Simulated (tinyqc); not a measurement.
Inside a calculation: Wannier-Stark ladder of a miniband. Values are carried at full precision from step to step, so a last printed digit may differ when a step is redone from the rounded ones.

One state in each well j = -(Nw - 1)/2 ... (Nw - 1)/2: H_jj = j e F d, H_(j,j+1) = -W/4; 1 kV/cm = 0.01 meV/angstrom. In an infinite chain the levels are j e F d and the state of well 0 has amplitude J_j(x) in size on well j, x = W/(2 e F d).

Constants: hbar = 6.58211957e-16 eV s.

Inputs chosen for the exercise (near those of a GaAs/AlGaAs superlattice; shifted at random, so the results belong to these values and not to a real crystal):
```
symbol  value  unit      meaning
W       10     meV       miniband width
d       100    angstrom  period
F       6.9    kV/cm     field
Nw      9                wells
```

## Scales

Give e F d, x, the Bloch frequency e F d/(2 pi hbar) and period, and the swing W/(e F) of a wave packet.

e F d = 6.900 meV
x = 0.7246
frequency = 1.668 THz
period = 0.599 ps
swing = 145 angstrom

## The matrix

Fill it in.

H (meV):
```
,-4,-3,-2,-1,0,1,2,3,4
-4,-27.600,-2.500,0,0,0,0,0,0,0
-3,-2.500,-20.700,-2.500,0,0,0,0,0,0
-2,0,-2.500,-13.800,-2.500,0,0,0,0,0
-1,0,0,-2.500,-6.900,-2.500,0,0,0,0
0,0,0,0,-2.500,0,-2.500,0,0,0
1,0,0,0,0,-2.500,6.900,-2.500,0,0
2,0,0,0,0,0,-2.500,13.800,-2.500,0
3,0,0,0,0,0,0,-2.500,20.700,-2.500
4,0,0,0,0,0,0,0,-2.500,27.600
```

## Levels and the middle state

Diagonalise; give the levels, their spacings and the weights of the middle level on the wells.

levels (meV): -28.454  -20.751  -13.801  -6.900  0.000  6.900  13.801  20.751  28.454

spacings (meV): 7.703  6.949  6.901  6.900  6.900  6.901  6.949  7.703

weights: 0.0000  0.0001  0.0039  0.1150  0.7621  0.1150  0.0039  0.0001  0.0000

The spacing in the middle is 1.0000 e F d and at the ends 1.116 e F d; states that reach the ends of the stack are pushed apart.

## Bessel amplitudes

With x = W/(2 e F d): J_j(x)^2 for j = 0 to 5, their running sum over -j ... j, and the spread sqrt(sum j^2 J_j^2) = x/sqrt2. For a hole fixed in well 0 the J_j^2 are the strengths of the optical lines at j e F d.

Weights:
```
j,J_j^2,sum
0,0.7621,0.7621
1,0.1150,0.9920
2,0.0039,0.9999
3,0.0001,1.0000
4,0.0000,1.0000
5,0.0000,1.0000
```

spread = 0.512 periods

The strongest line is j = 0.

## Checks

- Weight on well 1 of the middle state of 61 wells against J_1(x)^2: both 0.1150.

tinyqc: `OMP_NUM_THREADS=1 python tinyqc.py 1250566 1250567 out.jsonl`; about 0.01 s, one thread, shared Intel(R) Xeon(R) Processor @ 2.30GHz.
